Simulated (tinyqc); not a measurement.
Two-band massive Dirac model of the K valleys: one step. Band edges of the four flavours. Three cases, with inputs chosen for the exercise.

Task: At k = 0: Ec = D/2, Ev = -D/2 + lam tau sz; mass m/m0 = c G/(a t)^2 for both bands, c = hbar^2/2m0; Omega_c(0) = -2 tau a^2 t^2/G^2.

Basis (conduction, valence): H = [[D/2, a t (tau kx - i ky)], [a t (tau kx + i ky), -D/2 + lam tau sz]], valley tau = +/-1, spin sz = +/-1. The gap of a spin and valley is G = D - lam tau sz. Berry curvature Omega = curl of i<u|grad u>; for the conduction band Omega_c = -tau 2 a^2 t^2 G/(G^2 + 4 a^2 t^2 k^2)^(3/2), and Omega_v = -Omega_c.

Constants: hbar^2/2m0 = 3.80998211 eV angstrom^2.

Give: Edges.

Case 1.

Values chosen (near those used for monolayer WS2; not measured data):
- a = 3.198 angstrom (lattice constant)
- D = 1.89 eV (gap parameter)
- t = 1.46 eV (effective hopping)
- lam = 0.244 eV (half the valence spin splitting)

Result:

Edges:
```
tau  sz  Ec (eV)  Ev (eV)  G (eV)  mass (m0)  Omega_c (angstrom^2)
1     1   0.9450  -0.7010  1.6460     0.2877               -16.093
1    -1   0.9450  -1.1890  2.1340     0.3730                -9.574
-1    1   0.9450  -1.1890  2.1340     0.3730                 9.574
-1   -1   0.9450  -0.7010  1.6460     0.2877                16.093
```

The top of the valence band has spin up at tau = +1 and spin down at tau = -1: spin and valley are locked, with 488 meV between the two valence bands (A and B transitions at 1.646 and 2.134 eV, without exciton binding).

Case 2.

Values chosen (near those used for monolayer WS2; not measured data):
- a = 3.203 angstrom (lattice constant)
- D = 1.9 eV (gap parameter)
- t = 1.39 eV (effective hopping)
- lam = 0.193 eV (half the valence spin splitting)

Result:

Edges:
```
tau  sz  Ec (eV)  Ev (eV)  G (eV)  mass (m0)  Omega_c (angstrom^2)
1     1   0.9500  -0.7570  1.7070     0.3281               -13.605
1    -1   0.9500  -1.1430  2.0930     0.4023                -9.050
-1    1   0.9500  -1.1430  2.0930     0.4023                 9.050
-1   -1   0.9500  -0.7570  1.7070     0.3281                13.605
```

The top of the valence band has spin up at tau = +1 and spin down at tau = -1: spin and valley are locked, with 386 meV between the two valence bands (A and B transitions at 1.707 and 2.093 eV, without exciton binding).

Case 3.

Values chosen (near those used for monolayer MoS2; not measured data):
- a = 3.196 angstrom (lattice constant)
- D = 1.61 eV (gap parameter)
- t = 1.07 eV (effective hopping)
- lam = 0.077 eV (half the valence spin splitting)

Result:

Edges:
```
tau  sz  Ec (eV)  Ev (eV)  G (eV)  mass (m0)  Omega_c (angstrom^2)
1     1   0.8050  -0.7280  1.5330     0.4994                -9.952
1    -1   0.8050  -0.8820  1.6870     0.5496                -8.218
-1    1   0.8050  -0.8820  1.6870     0.5496                 8.218
-1   -1   0.8050  -0.7280  1.5330     0.4994                 9.952
```

The top of the valence band has spin up at tau = +1 and spin down at tau = -1: spin and valley are locked, with 154 meV between the two valence bands (A and B transitions at 1.533 and 1.687 eV, without exciton binding).

Computed by tinyqc, one run a case: `OMP_NUM_THREADS=1 python tinyqc.py N N+1 out.jsonl` with N = 1450093, 1450449, 1450790; one thread of a shared Intel(R) Xeon(R) Processor @ 2.30GHz, about 0.01 s a run at most.
